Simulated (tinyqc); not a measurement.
What moves the count of states: density of states of one tight-binding band of a chain.

E(k) = -2 t cos(2 pi k) - 2 t2 cos(4 pi k); k in fractions of the reciprocal vectors, mesh k_i = j/N with j = 0 .. N-1. Densities are per cell and per spin, so the band holds one state.

Each interval of the mesh is a segment with E linear in k: n = (E - e1)/(e2 - e1), g = 1/(e2 - e1) between its end values.

Gaussian broadening: g(E) = mean over the mesh of exp(-(E - E_k)^2/(2 sigma^2))/(sigma sqrt(2 pi)), n(E) = mean of erfc((E_k - E)/(sigma sqrt 2))/2.

Values chosen for the exercise: t = 0.32 eV (nearest hopping); t2 = 0.05 eV (second hopping); E = 0 eV (energy at which the density is wanted); sigma = 0.032 eV (Gaussian width).

Linear method and Gaussian sum with N = 400.

One parameter was then changed.

Results before and after:

| case | n linear | g linear (1/eV) | n Gaussian | g Gaussian (1/eV) |
|---|---|---|---|---|
| base | 0.4523 | 0.4602 | 0.4524 | 0.4609 |
| changed | 0.4523 | 0.4602 | 0.4529 | 0.4637 |

Which of these changes was made? (a) sigma = 0.064 eV; (b) t = 0.352 eV; (c) t2 = 0.066 eV; (d) E = 0.032 eV.
Answer: (a) sigma = 0.064 eV. Of the candidates, run in turn, only this one gives the changed row.

All candidates:

| case | n linear | g linear (1/eV) | n Gaussian | g Gaussian (1/eV) |
|---|---|---|---|---|
| base | 0.4523 | 0.4602 | 0.4524 | 0.4609 |
| t = 0.352 eV | 0.4563 | 0.4241 | 0.4565 | 0.4242 |
| E = 0.032 eV | 0.4672 | 0.4700 | 0.4673 | 0.4708 |
| sigma = 0.064 eV | 0.4523 | 0.4602 | 0.4529 | 0.4637 |
| t2 = 0.066 eV | 0.4388 | 0.4368 | 0.4389 | 0.4386 |

Computed by tinyqc, a small Python program: `OMP_NUM_THREADS=1 python tinyqc.py 1681473 1681474 out.jsonl` (the numbers bound the seed that draws the inputs); one thread of a shared host (Intel(R) Xeon(R) Processor @ 2.30GHz), about 0.01 s for the whole set of steps.
